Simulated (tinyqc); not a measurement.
What each change does: thin (001) film in sp3s* tight binding with raised dangling bonds.

Planes alternate anion (a), cation (c) along [001], a/4 apart, starting with an anion; zero in-plane momentum; levels counted from the bulk Ev, the lower root of [[Epa, Vxx], [Vxx, Epc]]; no spin-orbit coupling. Block of s, pz, s*: from an anion to the cation above, Vss/2 (s,s), Vsapc/2 (s,z), -Vscpa/2 (z,s), Vxx/2 (z,z), Vxapc/2 (s*,z), -Vpaxc/2 (z,s*); to the cation below the same with the s-z and s*-z signs reversed. Block of u = (px + py)/sqrt2 and v = (px - py)/sqrt2: to the cation above (Vxx + Vxy)/2 for u and (Vxx - Vxy)/2 for v, to the cation below the reverse. Each surface atom has two dangling sp3 hybrids; raising both by dl adds (dl/2) [[1, t], [t, 1]] to its s, pz levels (t = -1 at the bottom face, +1 at the top) and dl to the one of u, v in whose plane the missing bonds lie (v for a bottom anion or a top cation, u for a top anion).

Values chosen for the exercise (out of a larger set: near a published set for Si, fitted to gaps, whose masses and valley positions are rough; not measured data):

| symbol | value | unit | meaning |
|---|---|---|---|
| p | (-4.227, 1.717, -4.227, 1.717, 6.722, 6.722, -8.283, 1.722, 4.556, 5.733, 5.733, 5.347, 5.347) | eV | order Esa, Epa, Esc, Epc, Exa, Exc, Vss, Vxx, Vxy, Vsapc, Vscpa, Vxapc, Vpaxc |
| Nw | 26 |  | planes in the thicker film |
| dp | 30 | eV | value of dl for the passivated films |

edges (eV): Gamma 3.44400, Delta 1.21193

A film of Nw planes with shift dp: highest level below mid-gap (half the lower bulk edge) and the two lowest above.

Results for these values:

| case | Ev1 (eV) | Ec1 (eV) | Ec2 (eV) |
|---|---|---|---|
| base | -0.0571 | 1.2487 | 1.2497 |

What happens to each result for dp = 15 eV, all else kept?

Answer: Ev1 does not change at the printed digits; Ec1 falls from 1.2487 to 1.2484; Ec2 does not change at the printed digits.

The same for each parameter in turn:

| case | Ev1 (eV) | Ec1 (eV) | Ec2 (eV) |
|---|---|---|---|
| base | -0.0571 | 1.2487 | 1.2497 |
| Nw = 28 | -0.0502 | 1.2430 | 1.2456 |
| dp = 15 eV | -0.0571 | 1.2484 | 1.2497 |

An odd change of Nw also changes which atoms end the film, so levels need not move as thickness alone would move them; the row for dp shows how far the passivation is from converged.

Run: tinyqc, `OMP_NUM_THREADS=1 python tinyqc.py 1451465 1451466 out.jsonl`; Intel(R) Xeon(R) Processor @ 2.30GHz, one thread, shared host; about 0.4 s of CPU time with all checks.
